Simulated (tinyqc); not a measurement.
Ground and coupling capacitance from two measurements.

Inverse problem. A line has Cg to the planes and Cc to each of two neighbours. Find Cg, Cc, the load when both neighbours switch in antiphase, and the pulse on the line when it floats and both neighbours swing by Vx.

Inputs (values chosen for the exercise):
- Vx = 0.8 V (swing)

capacitance with neighbours driven alike and with neighbours grounded (aF/um): [48, 92]

Answer. Driven alike, Cc carries no charge, which leaves Cg; grounded neighbours give Cg + 2 Cc, antiphase Cg + 4 Cc; a floating line divides the swing as 2 Cc/(Cg + 2 Cc).

Cg = 48.00 aF/um
Cc = 22.00 aF/um
load in antiphase = 136.0 aF/um
pulse = 0.3826 V

tinyqc, about 0.9 s, one thread, Intel Xeon 2.30GHz (shared host): `OMP_NUM_THREADS=1 python tinyqc.py 2790161 2790162 out.jsonl`
